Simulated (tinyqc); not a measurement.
What each parameter does: shallow donor in an anisotropic valley (effective-mass theory).

One valley: H = -c [(d2/dx2 + d2/dy2)/mt + (d2/dz2)/ml] - q/(eps r), c = hbar^2/2m0, q = e^2/(4 pi eps0). Trial function exp(-sqrt((x^2 + y^2)/a^2 + z^2/b^2)) with a > b: T = (c/3)(2/(mt a^2) + 1/(ml b^2)), V = -(q/eps) atan(u/b)/u, u = sqrt(a^2 - b^2). The central cell of the impurity is left out.

Constants: hbar^2/2m0 = 3.80998211 eV angstrom^2; e^2/(4 pi eps0) = 14.39964547 eV angstrom.

Values chosen for the exercise (out of a larger set: near those of Ge; not measured data): ml = 1.613 m0 (longitudinal mass); mt = 0.084 m0 (transverse mass); eps = 15.3 (dielectric constant).

The minimum of the trial energy.

One parameter was then changed.

Results before and after:

| case | E (meV) | a (angstrom) | b (angstrom) | b/a |
|---|---|---|---|---|
| base | -10.13 | 59.98 | 21.35 | 0.356 |
| changed | -10.92 | 55.33 | 20.32 | 0.367 |

Which of these changes was made? (a) mt = 0.092 m0; (b) ml = 1.29 m0; (c) eps = 13.8.
Answer: (a) mt = 0.092 m0. Of the candidates, run in turn, only this one gives the changed row.

All candidates:

| case | E (meV) | a (angstrom) | b (angstrom) | b/a |
|---|---|---|---|---|
| base | -10.13 | 59.98 | 21.35 | 0.356 |
| ml = 1.29 m0 | -9.74 | 61.55 | 23.65 | 0.384 |
| mt = 0.092 m0 | -10.92 | 55.33 | 20.32 | 0.367 |
| eps = 13.8 | -12.45 | 54.10 | 19.26 | 0.356 |

eps only rescales the solution (E as 1/eps^2, lengths as eps), so b/a depends on ml/mt alone.

Computed by tinyqc, a small Python program: `OMP_NUM_THREADS=1 python tinyqc.py 1281343 1281344 out.jsonl` (the numbers bound the seed that draws the inputs); one thread of a shared host (Intel(R) Xeon(R) Processor @ 2.30GHz), about 0.01 s for the whole set of steps.
